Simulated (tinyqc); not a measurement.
What moves the results: Weaire-Thorpe hybrids on a Bethe lattice: gap and dangling bond of an amorphous tetrahedral solid. A value that a table varies takes the place of the one given here.

Four sp3 hybrids an atom at energy 0, coupled by -V1 on the atom and by -V2 along a bond; the bonds form a tree (no rings). For any network the gap runs at least from -V2 + V1 to V2 - 3 V1, and p-like states pile up at -V2 + V1 and V2 + V1. On the tree the gap is wider: it ends at Ec = -V1 + sqrt(V2^2 + 4 V1^2 - 2 sqrt3 V1 V2), which makes it well wider than the gaps of the real glasses. A branch seen from a hybrid has the self-energy S = V2^2 g, where g is the Green function of the hybrid across the bond, whose three partners carry S themselves. With a = z - V1, b = a - S: g = 1/(a + V1 b/(b + 3 V1)), z = E + i eta. A full atom has G = (1/b)(b + 3 V1)/(b + 4 V1) per hybrid; a dangling hybrid with shift dh has G = 1/(1/g - dh).

Parameters, chosen for this exercise (of the size of tabulated hybrid energies for amorphous silicon; the results hold for these values, not for the real material): V1 = 1.71 eV (coupling of two hybrids on one atom); V2 = 4.27 eV (coupling of the two hybrids of a bond); eta = 0.02 eV (broadening); dh = -1 eV (shift of the dangling hybrid (rehybridisation)); VH = 4.43 eV (coupling to a hydrogen atom); eH = -2.57 eV (hydrogen level); E1s = -3.8 eV (first energy); dE = 0.45 eV (step).

## Bulk, dangling and hydrogenated hybrids across the gap

edges (eV): Ev -2.56000, Ec(bound) -0.86000, Ec(tree) 0.44301

Thirteen energies E1s + j dE. With hydrogen the hybrid gains the self-energy VH^2/(z - eH) and dh = 0.

Density per hybrid (1/eV):

| E (eV) | bulk | dangling | with hydrogen |
|---|---|---|---|
| -3.80 | 0.0025 | 0.0016 | 0.0047 |
| -3.35 | 0.0029 | 0.0008 | 0.0006 |
| -2.90 | 0.0140 | 0.0009 | 0.0004 |
| -2.45 | 0.1275 | 0.0013 | 0.0003 |
| -2.00 | 0.0053 | 0.0021 | 0.0003 |
| -1.55 | 0.0017 | 0.0044 | 0.0003 |
| -1.10 | 0.0009 | 0.0151 | 0.0003 |
| -0.65 | 0.0007 | 0.8317 | 0.0003 |
| -0.20 | 0.0006 | 0.0274 | 0.0004 |
| 0.25 | 0.0009 | 0.0069 | 0.0008 |
| 0.70 | 0.0213 | 0.0426 | 0.0143 |
| 1.15 | 0.0308 | 0.0516 | 0.0295 |
| 1.60 | 0.0357 | 0.0518 | 0.0461 |

Between Ev = -2.56 and Ec = 0.44 eV the bulk density is a broadening tail (least 0.0006). The dangling hybrid reaches 0.832 at -0.65 eV among these rows; its level lies at -0.584 eV, and the peak there, of width eta, is far higher unless a row falls on it. With hydrogen the largest value on the rows inside the gap, more than 0.05 eV from an edge, is 0.0008, and 1/g = VH^2/(E - eH) has no root in the gap: the state has gone into a bonding level below and an antibonding one above.

## Level against rehybridisation

Root of 1/g(E) = dh for eta = 0 in the gap of the tree, between Ev = -V2 + V1 and Ec; a dash: none. A flatter atom makes the hybrid more p-like (dh > 0, up to V1), a more pyramidal one more s-like (dh < 0).

Level:

| dh (eV) | E (eV) | above Ev (eV) | weight |
|---|---|---|---|
| -3.0 | -1.8526 | 0.7074 | 0.605 |
| -2.5 | -1.5433 | 1.0167 | 0.630 |
| -2.0 | -1.2245 | 1.3355 | 0.643 |
| -1.5 | -0.9022 | 1.6578 | 0.644 |
| -1.0 | -0.5836 | 1.9764 | 0.627 |
| -0.5 | -0.2785 | 2.2815 | 0.589 |
| 0.0 | 0.0000 | 2.5600 | 0.519 |
| 0.5 | 0.2327 | 2.7927 | 0.403 |
| 1.0 | 0.3917 | 2.9517 | 0.222 |

A level exists for 9 of the 9 rows, from dh = -3 (0.707 eV above Ev) to 1 (2.952 eV); the gap of the tree is 3.003 eV. Its slope dE/d(dh) is the weight, largest at dh = -1.5 (0.64). A level that rises as the atom flattens is why an emptied dangling bond relaxes flat and a doubly filled one pyramidal.

## Stretching the bonds

V2 is scaled as (d0/d)^2 and V1 stays. Bound 2 V2 - 4 V1; tree V2 - 2 V1 + sqrt(V2^2 + 4 V1^2 - 2 sqrt3 V1 V2); a negative bound means that a network with rings may have no gap.

Against d/d0:

| d/d0 | V2 (eV) | V2/V1 | bound (eV) | tree (eV) |
|---|---|---|---|---|
| 0.96 | 4.633 | 2.710 | 2.426 | 3.604 |
| 0.98 | 4.446 | 2.600 | 2.052 | 3.290 |
| 1.00 | 4.270 | 2.497 | 1.700 | 3.003 |
| 1.02 | 4.104 | 2.400 | 1.368 | 2.741 |
| 1.04 | 3.948 | 2.309 | 1.056 | 2.502 |
| 1.07 | 3.730 | 2.181 | 0.619 | 2.184 |
| 1.10 | 3.529 | 2.064 | 0.218 | 1.911 |
| 1.15 | 3.229 | 1.888 | -0.383 | 1.539 |

The bound falls by 171 meV for each per cent of stretch near d0 and vanishes at d/d0 = 1.117, inside the table. Weak, stretched bonds therefore put states closest to the edges, one origin of band tails.

## What each parameter does

Ev = -V2 + V1, conduction edge of the tree -V1 + sqrt(V2^2 + 4 V1^2 - 2 sqrt3 V1 V2), and the level that solves 1/g(E) = dh for eta = 0. Each row changes one parameter from the base and keeps the others.

Results:

| case | Ev (eV) | Ec (eV) | level (eV) | weight |
|---|---|---|---|---|
| base | -2.5600 | 0.4430 | -0.5836 | 0.627 |
| V1 = 1.63 eV | -2.6400 | 0.5495 | -0.6182 | 0.655 |
| V2 = 4.42 eV | -2.7100 | 0.5373 | -0.6075 | 0.646 |
| dh = -1.1 eV | -2.5600 | 0.4430 | -0.6466 | 0.632 |

The largest shifts from the base row, up to three for each result and ties (the steps differ in size, so this ranks the rows, not the parameters). Ev (eV): V2 -0.1500, V1 -0.0800; unchanged at the printed digits by dh. Ec (eV): V1 +0.1064, V2 +0.0943; unchanged at the printed digits by dh. level (eV): dh -0.0630, V1 -0.0345, V2 -0.0238. weight: V1 +0.027, V2 +0.018, dh +0.005.

Program tinyqc; command `OMP_NUM_THREADS=1 python tinyqc.py 1482723 1482724 out.jsonl`; about 0.04 s on one thread of a shared Intel(R) Xeon(R) Processor @ 2.30GHz.
